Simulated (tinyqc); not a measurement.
## Ionisation ratio from the excess noise

Question. In the local model of an avalanche photodiode F = k M + (1 - k)(2 - 1/M), k the ratio of the ionisation coefficient of the other carrier to that of the injected one. Find k and F at twice the gain.

M = 32
excess noise factor F = 4.1610312

Answer. F is linear in k: k = (F - 2 + 1/M)/(M - 2 + 1/M).

k = 0.07300
F at 2 M = 6.512

Computed by the program tinyqc: `OMP_NUM_THREADS=1 python tinyqc.py 2120124 2120125 out.jsonl`, one thread of a shared Intel Xeon 2.30GHz, about 0.07 s for the whole run.
